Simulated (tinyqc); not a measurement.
Three-level Kane dispersion of a narrow-gap semiconductor, step by step. Values are carried at full precision from step to step, so a last printed digit may differ when a step is redone from the rounded ones.

Zero of energy at Gamma8, c = hbar^2/2m0, P^2 = Ep c. The free-electron term and remote bands are left out, so the heavy holes are flat at E = 0 and the other three bands obey E (E - Eg)(E + Dso) = P^2 k^2 (E + 2 Dso/3). The conduction band is the highest root; its edge is Ec = max(Eg, 0).

Constants: hbar^2/2m0 = 3.80998211 eV angstrom^2; hbar = 6.58211957e-16 eV s; e^2/(4 pi eps0) = 14.39964547 eV angstrom; muB = 5.788381798e-05 eV/T.

Values chosen for the exercise (near those of HgTe; the results hold for these values, not for the real material):
- Eg = -0.298 eV (E(Gamma6) - E(Gamma8))
- Dso = 1.12 eV (spin-orbit splitting)
- Ep = 18 eV (Kane energy)
- k = 0.007 1/angstrom (wave vector)
- n = 1.8e+18 cm^-3 (electron density)
- eps = 15.3 (high-frequency dielectric constant)
- B = 4.3 T (magnetic field)

## The three bands at one k

Expand the equation into E^3 + a2 E^2 + a1 E + a0 = 0 and give its roots; compare with the two-level form (Dso to infinity) E = Eg/2 +/- sqrt(Eg^2/4 + (2/3) P^2 k^2).

P^2 k^2 = 0.003360 eV^2

a2, a1, a0: 1.418000  0.330400  -0.002509

roots (eV): -1.1214  -0.3040  0.0074

two-level form (eV): -0.3053  0.0073

The two-level form misses the highest root by 0.0 meV. The order is inverted: the band that would be the light hole curves upward from Gamma8 and touches the heavy holes, so there is no gap.

## Mass at the edge and limiting velocity

For Eg < 0 the conduction band starts at Gamma8 with m0* = 3 |Eg|/(2 Ep). In the two-level form the velocity tends to v = sqrt(2/3) P/hbar, and |Eg| = 2 m v^2 with m = 3 |Eg|/(2 Ep), as for a relativistic particle. 1 angstrom = 1e-10 m.

m0* = 0.02483 m0
P = 8.2813 eV angstrom
v = 1.027e+06 m/s
k at which the linear part sets in, |Eg|/(2 hbar v) = 0.02204 1/angstrom

## Fermi level and mass at a given density

Degenerate electrons at T = 0: kF = (3 pi^2 n)^(1/3), 1 cm^-3 = 1e-24 angstrom^-3; EF is the highest root at kF. The momentum (cyclotron, optical) mass is m(E) = hbar^2 k/(dE/dk) = c d(k^2)/dE with d(k^2)/dE = k^2 [1/E + 1/(E - Eg) + 1/(E + Dso) - 1/(E + 2 Dso/3)]; the density of states is k d(k^2)/dE/(2 pi^2).

Edge mass m0* = 3 |Eg|/(2 Ep).

Compare EF - Ec with the parabolic value c kF^2/m0*.

kF = 0.03763 1/angstrom
EF - Ec = 0.1524 eV
parabolic value = 0.2173 eV
m(EF) = 0.04563 m0
m(EF)/m0* = 1.837
density of states at EF = 2.283e+19 1/(eV cm^3)

The parabola overstates EF - Ec by a factor of 1.43; (EF - Ec)/|Eg| = 0.51, and the two-level rule 1 + 2 (EF - Ec)/|Eg| = 2.023 estimates the mass ratio.

## Plasma and cyclotron energies

hbar wp = sqrt(8 pi c (e^2/4 pi eps0) n/(eps m)), hbar wc = 2 muB B/m (classical limit), with m = m(EF) and, for comparison, the edge mass; n in angstrom^-3.

hbar wp with m(EF), with m0* (meV): 59.62  80.82

hbar wc with m(EF), with m0* (meV): 10.91  20.05

EF - Ec = 152.4 meV is 14 times hbar wc, so the classical value applies.

## Checks

- Roots of the cubic against the 8 x 8 Kane matrix without remote terms: they agree to 1e-10 or better.
- m(E) near the edge against m0*: both 0.02483.

Program tinyqc; command `OMP_NUM_THREADS=1 python tinyqc.py 1050334 1050335 out.jsonl`; about 0.01 s on one thread of a shared Intel(R) Xeon(R) Processor @ 2.30GHz.
